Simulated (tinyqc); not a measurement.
From results back to parameters: band-to-band tunnelling across a p-n junction in a two-band chain. Four cases, with inputs chosen for the exercise.

Problem. In a uniform field T = exp(-B/F), B = (pi/4) sqrt(m/c) Eg^(3/2), c = hbar^2/2m0, 1 V/angstrom = 100 MV/cm. m is the band-edge mass, the same for both bands (twice the reduced mass). The ratio below comes from a hidden m.

Constants: hbar^2/2m0 = 3.80998211 eV angstrom^2.

Case 1.

Values chosen (out of a larger set: gap and mass near those of InGaAs; not measured data):
- Eg = 0.779 eV (gap)
- F1 = 0.88 MV/cm (first field)
- F2 = 2.39 MV/cm (second field)

ln(T2/T1) = 4.031620

Case 2.

Values chosen (out of a larger set: gap and mass near those of GaAs; not measured data):
- Eg = 1.487 eV (gap)
- F1 = 1.03 MV/cm (first field)
- F2 = 2.77 MV/cm (second field)

ln(T2/T1) = 12.347314

Case 3.

Values chosen (out of a larger set: gap and mass near those of InSb; not measured data):
- Eg = 0.184 eV (gap)
- F1 = 1.18 MV/cm (first field)
- F2 = 2.59 MV/cm (second field)

ln(T2/T1) = 0.172120

Case 4.

Values chosen (out of a larger set: gap and mass near those of GaAs; not measured data):
- Eg = 1.422 eV (gap)
- F1 = 1.27 MV/cm (first field)
- F2 = 2.11 MV/cm (second field)

ln(T2/T1) = 5.798486

Find: B; m.

Solution. B is the logarithm over 1/F1 - 1/F2, and m = c (4B/pi)^2/Eg^3 with B in V/angstrom.

Case 1.

B = 5.615 MV/cm
m = 0.0412 m0

Case 2.

B = 20.246 MV/cm
m = 0.0770 m0

Case 3.

B = 0.373 MV/cm
m = 0.0138 m0

Case 4.

B = 18.498 MV/cm
m = 0.0735 m0

Computed by tinyqc, one run a case: `OMP_NUM_THREADS=1 python tinyqc.py N N+1 out.jsonl` with N = 1451636, 1451644, 1451710, 1451731; one thread of a shared Intel(R) Xeon(R) Processor @ 2.30GHz, about 0.01 s a run at most.
